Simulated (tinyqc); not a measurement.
Undoped symmetric double-gate MOSFET, analytic potential model: one step of the calculation.

An undoped body of thickness ts between two equal insulators and tied gates; long channel, electrons only, n = ni exp((psi - V)/Vt) with V the quasi-Fermi potential (0 at the source, Vd at the drain), constant mobility, no quantisation. Across the body psi(x) = V - 2 Vt ln[(ts/(2 beta)) sqrt(q ni/(2 eps0 eps_r Vt)) cos(2 beta x/ts)], x from the centre. Q is the electron charge per area of the whole body.

Problem. beta at the source by Newton steps in z = ln(tan beta). With V = 0, t = exp(z), beta = arctan(t): f = ln(beta) + (1/2) ln(1 + t^2) + 2 r beta t - (Vg - V0)/(2 Vt); with c = t/(1 + t^2), df/dz = c/beta + t c + 2 r t (c + beta); z(new) = z - f/(df/dz).

Values chosen for this exercise: temperature T = 300 K; gate voltage Vg = 0.41 V.

Constants: q = 1.602176634e-19 C, kB = 1.380649e-23 J/K, Vt = kB T/q. Results are converted to the units shown.

z at the start = 2
r = 0.38123077
V0 = 0.60497328 V

Find: beta; f; df/dz; z after iteration 1.

Solution.

beta = 1.436
f = 14.23
df/dz = 9.915
z after iteration 1 = 0.5644

tinyqc, about 0.02 s, one thread, Intel Xeon 2.30GHz (shared host): `OMP_NUM_THREADS=1 python tinyqc.py 2440170 2440171 out.jsonl`
